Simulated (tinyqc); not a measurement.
# Capacitances against the space between lines

Endless row of lines of width wl, height tl and space sl between grounded planes at distance hd; e2 fills the gaps beside the lines, e1 the rest. Laplace's equation is solved on meshes of 3, 6 and 12 steps per unit u and extrapolated (Aitken), which is good to about 0.2 %. C_even (all lines at 1 V) is the capacitance Cg to the planes; C_odd (neighbours in antiphase) = Cg + 4 Cc if only nearest neighbours couple, which defines Cc; total with quiet neighbours Cg + 2 Cc. Plate values 2 eps0 e1 wl/hd and eps0 e2 tl/sl.

Parameters, values chosen for the exercise:
```
symbol,value,unit,meaning
e1,4.2,,relative permittivity above and below the lines
e2,1,,relative permittivity between the lines
wl,6,u,"line width, in units u"
tl,10,u,line height
hd,6,u,distance to each plane
```

Constants: eps0 = 8.8541878128e-12 F/m. Results are converted to the units shown.

The same in every row: plate Cg (aF/um) = 74.4.

Capacitances against the space between lines:

| sl (u) | Cg (aF/um) | Cc (aF/um) | Cg + 2 Cc (aF/um) | C_odd (aF/um) | plate Cc (aF/um) | share of coupling, 2 Cc/(Cg + 2 Cc) (%) |
|---|---|---|---|---|---|---|
| 2 | 96.8 | 76.2 | 249 | 402 | 44.3 | 61.2 |
| 4 | 115 | 39.1 | 193 | 271 | 22.1 | 40.5 |
| 6 | 128 | 23.8 | 176 | 224 | 14.8 | 27.0 |
| 8 | 139 | 15.3 | 169 | 200 | 11.1 | 18.0 |
| 12 | 152 | 6.65 | 165 | 179 | 7.38 | 8.03 |
| 16 | 159 | 2.95 | 165 | 171 | 5.53 | 3.58 |
| 24 | 163 | 0.587 | 165 | 166 | 3.69 | 0.713 |

As sl goes from 2 to 24, Cg rises from 96.8 to 163 aF/um, Cc falls from 76.2 to 0.587 aF/um and the share of coupling falls from 61.2 to 0.713 %. Cg is 1.30 times its plate value in the first row and 2.20 times in the last; for Cc the ratios are 1.72 and 0.159. Neighbours in antiphase raise the load by a factor of 1.61 and 1.01 over quiet ones.

Numbers from tinyqc (`OMP_NUM_THREADS=1 python tinyqc.py 2790195 2790196 out.jsonl`; about 1 s on one thread of a shared Intel Xeon 2.30GHz).
